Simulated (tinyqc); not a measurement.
## Charges from the flat band at three thicknesses

Inverse problem. For a gate stack whose outer layer (permittivity e2) is made in three thicknesses t2, Vfb = V0 - (q/eps0) [Qb t2/e2 + r2 t2^2/(2 e2)], with Qb the sheet density of all charge below that layer and r2 the uniform density in it. Find V0, Qb and r2.

Inputs (values chosen for the exercise):
- e2 = 9.16 (relative permittivity of layer 2)

Constants: q = 1.602176634e-19 C, eps0 = 8.8541878128e-14 F/cm where lengths are in cm. Results are converted to the units shown.

t2 (nm): 2.5  4.9  8.8
Vfb (V): -0.22595890  -0.44400124  -0.86384476

Answer. A parabola through the three points gives the three coefficients.

V0 = -0.0315 V
Qb = 3.60e12 cm^-2
r2 = 2.70e18 cm^-3

tinyqc, about 0.01 s, one thread, Intel Xeon 2.30GHz (shared host): `OMP_NUM_THREADS=1 python tinyqc.py 2010084 2010085 out.jsonl`
